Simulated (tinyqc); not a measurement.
Electron mobility of a polar semiconductor by Rode's iterative solution of the Boltzmann equation: one step, computed by the program tinyqc.

The distribution is f(E) + e F l(E) (-df/dE) cos(theta) for a weak field F, theta counted from the force; l(E) is a mean free path. Elastic processes enter by their momentum rate, polar optical phonons by out- and in-scattering terms. One valley only: where upper valleys lie close, measured mobilities are lower. The density n is prescribed, even where a narrow-gap material would have more intrinsic carriers.

Problem. The first two iterations on one ladder of the grid. Iteration: l_new(E) = [v(E) + c+ l(E + hbar w) + c- l(E - hbar w)]/(nu + S_o), from l = 0.

Inputs (values chosen for the exercise, modelled on InSb): effective mass m = 0.0131 m_0; temperature T = 500 K.

Band: parabolic. Elastic processes: acoustic, piezoelectric, impurity.

Points j = s/2, s/2 + s, ... (the first seven rungs, or as many as the grid holds), rates in 1e12/s:
```
E (meV),v (m/s),nu,S_o,c+,c-
13.6687,605835,27.75347,1.785876,0.7357557,0.0000000
37.9688,1009725,12.44734,2.229091,0.8954953,0.2517659
62.2687,1293079,7.74417,2.226289,0.9228266,0.3995235
86.5687,1524652,5.52835,2.149088,0.9194262,0.4485964
110.8688,1725419,4.25935,2.068002,0.9047643,0.4682533
135.1687,1905146,3.44598,1.991119,0.8839340,0.4768277
159.4688,2069321,2.88484,1.917851,0.8575934,0.4814334
```

Give: l after iteration 1; l after iteration 2 (all rungs but the last shown).

Solution.

l after iteration 1 (nm): [20.51, 68.80, 129.69, 198.59, 272.69, 350.40, 430.87]

l after iteration 2 (all rungs but the last shown) (nm): [22.22, 77.06, 150.83, 238.82, 337.49, 444.36]

In-scattering lengthens l on the lowest rung by 8.4 % and on the second by 12.0 % in this step. Caution: E_F exceeds 0.1 eV in a band of small mass, where non-parabolicity, left out here, matters. Caution: the gas is degenerate, and screening of the polar coupling, left out here, would raise the mobility.
